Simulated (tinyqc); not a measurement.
Length of a polyene: Hueckel, PPP and singles CI along the polyenes. Computed by the program tinyqc. Command: `OMP_NUM_THREADS=1 python tinyqc.py 110357 110358 out.jsonl`; one thread of a shared host (Intel(R) Xeon(R) Processor @ 2.60GHz), about 0.1 s.

All-trans chains of carbon centres 1.40 angstrom apart:
```
parameter                               value
beta (eV), times 1 +/- alternation  -2.200000
alternation                          0.140000
W (eV)                              11.160000
gamma_rr (eV)                        9.620000
repulsion formula                          MN
```

Hueckel uses the same beta without repulsion; CIS keeps all single excitations and so misses the low, doubly excited 2Ag state. W is the valence ionisation energy of a centre, MN the Mataga-Nishimoto formula, f the oscillator strength.

Gaps and excitations (eV):
```
centres  Hueckel gap  PPP orbital gap  bright singlet (CIS)      f  lowest triplet (CIS)
2              5.016            9.987                 7.341  0.629                 2.691
4              3.469            8.005                 5.367  0.928                 1.976
6              2.761            7.034                 4.482  1.268                 1.653
8              2.364            6.471                 3.978  1.585                 1.482
10             2.112            6.112                 3.658  1.885                 1.381
12             1.940            5.867                 3.442  2.176                 1.317
14             1.816            5.692                 3.290  2.462                 1.274
```

The Hueckel gap tends to 4 x alternation x |beta| = 1.23 eV for long chains. Exchange opens the PPP orbital gap, and the attraction of electron and hole brings the bright state 2.40 eV below it at 14 centres; the triplet lies 2.02 eV lower still.
